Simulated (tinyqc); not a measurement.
Eight-band Kane k.p model: sweeps and comparisons. A value that a table varies takes the place of the one given here.

Eight-band Kane model, basis S, X, Y, Z times spin, zero of energy at the top of the unstrained valence band, c = hbar^2/2m0. Within each spin: H_SS = Eg + A c k^2, H_SX = i P kx (likewise Y, Z), H_XX = -Dso/3 + L kx^2 + M (ky^2 + kz^2), H_XY = N kx ky, and cyclic. Spin-orbit term (Dso/3) L.sigma on X, Y, Z with (L_k)_ij = -i epsilon_kij: <X+|H|Y+> = -i Dso/3, <X+|H|Z-> = Dso/3, <Y+|H|Z-> = -i Dso/3, <Z+|H|X-> = -Dso/3, <Z+|H|Y-> = i Dso/3, <X-|H|Y-> = i Dso/3, and their conjugates; + and - are the spin along z. Terms from inversion asymmetry are left out, so every level is twofold.

P = sqrt(Ep c); A = 1/me - Ep (Eg + 2 Dso/3)/(Eg (Eg + Dso)) keeps the electron mass; g1' = g1 - Ep/(3 Eg), g2' = g2 - Ep/(6 Eg), g3' = g3 - Ep/(6 Eg) remove the coupling to S that the Luttinger values already hold; L = -c (g1' + 4 g2'), M = -c (g1' - 2 g2'), N = -6 c g3'.

Constants: hbar^2/2m0 = 3.80998211 eV angstrom^2.

Inputs chosen for the exercise (near those of InSb; shifted at random, so the results belong to these values and not to a real crystal):
```
symbol  value   unit        meaning
Eg      0.236   eV          gap at Gamma to the s-like level
Dso     0.815   eV          spin-orbit splitting
Ep      23.2    eV          Kane energy
me      0.0136  m0          electron mass at Gamma
g1      34.86               Luttinger gamma1
g2      15.51               gamma2
g3      16.52               gamma3
kmax    0.06    1/angstrom  end of the path
```

## Non-parabolicity of the conduction band

Unstrained, along [110], six points up to kmax. Parabolic: E = c k^2/me. Two-band form: E (1 + alpha E) = c k^2/me with alpha = (1 - me)^2/Eg. The column alpha(k) solves that form for alpha with the eight-band energy. Energies from the conduction edge.

Energies:
```
|k| (1/angstrom)  parabolic (eV)  two-band (eV)  eight-band (eV)  alpha(k) (1/eV)  parabolic / eight-band
0.0100                    0.0280         0.0254           0.0255            3.945                   1.100
0.0200                    0.1121         0.0834           0.0843            3.904                   1.329
0.0300                    0.2521         0.1542           0.1570            3.861                   1.606
0.0400                    0.4482         0.2300           0.2358            3.823                   1.901
0.0500                    0.7004         0.3084           0.3177            3.790                   2.204
0.0600                    1.0085         0.3880           0.4016            3.762                   2.511
```

alpha = 4.123 1/eV

At the last point the parabola lies a factor 2.51 above the eight-band value, and the two-band form 13.7 meV below it. Even the first point is more than 5 % off the parabola. alpha(k) goes from 3.945 to 3.762 1/eV, a spread of 4.6 % over this range; the simple rule gives 4.123, 5 % above the first value, as it knows neither Dso nor the remote terms.

## Four, six or eight bands for the holes

Unstrained, along [111]. Six bands: the X, Y, Z block alone with the full g1, g2, g3 in L, M, N. Four bands: the same with Dso sent to infinity. HH, LH and SO name the pairs from the top.

Valence levels (eV):
```
|k| (1/angstrom)     HH 4     HH 6     HH 8     LH 4     LH 6     LH 8     SO 6     SO 8
0.0100            -0.0007  -0.0007  -0.0007  -0.0259  -0.0255  -0.0233  -0.8287  -0.8186
0.0200            -0.0028  -0.0028  -0.0028  -0.1035  -0.0969  -0.0753  -0.8747  -0.8296
0.0300            -0.0062  -0.0062  -0.0062  -0.2328  -0.1980  -0.1362  -0.9694  -0.8482
0.0400            -0.0111  -0.0111  -0.0111  -0.4139  -0.3021  -0.1975  -1.1393  -0.8750
0.0500            -0.0173  -0.0173  -0.0173  -0.6467  -0.3864  -0.2560  -1.4074  -0.9105
0.0600            -0.0250  -0.0250  -0.0250  -0.9313  -0.4463  -0.3100  -1.7782  -0.9549
```

At |k| = 0.0600 the heavy holes of the three models span 0.0 meV and the light holes 621.3 meV. The split-off band moves the light hole by +485.0 meV and treating the conduction band exactly moves it by +136.3 meV more; the split-off band matters more here, where the four-band light-hole energy is 1.14 times Dso and 3.95 times Eg. The four-band light hole has even passed below -Dso = -0.815 eV, where that model has no meaning.

## What each parameter does

Unstrained; levels at |k| = kmax along [110], all derived values formed anew. Each row changes one parameter from the base and keeps the others.

Results:
```
case             conduction (eV)  heavy hole (eV)  light hole (eV)  split-off (eV)
base                      0.6376          -0.0309          -0.3110         -0.9520
Eg = 0.2124 eV            0.6177          -0.0310          -0.3147         -0.9043
Dso = 0.7335 eV           0.6349          -0.0308          -0.3050         -0.8824
Ep = 20.88 eV             0.6452          -0.0309          -0.3108         -0.9948
me = 0.015 m0             0.5782          -0.0310          -0.3357         -0.9620
g1 = 31.374               0.6548           0.0169          -0.2755         -0.9091
g2 = 17.061               0.6313          -0.0210          -0.3100         -0.9567
g3 = 18.172               0.6181           0.0086          -0.3127         -0.9703
```

The largest shifts from the base row, up to three for each result and ties (the steps differ in size, so this ranks the rows, not the parameters). conduction (eV): me -0.0594, Eg -0.0200, g3 -0.0195. heavy hole (eV): g1 +0.0478, g3 +0.0395, g2 +0.0099; unchanged at the printed digits by Ep. light hole (eV): g1 +0.0356, me -0.0247, Dso +0.0061. split-off (eV): Dso +0.0696, Eg +0.0477, g1 +0.0429.

Run: tinyqc, `OMP_NUM_THREADS=1 python tinyqc.py 1051167 1051168 out.jsonl`; Intel(R) Xeon(R) Processor @ 2.30GHz, one thread, shared host; about 0.01 s of CPU time with all checks.
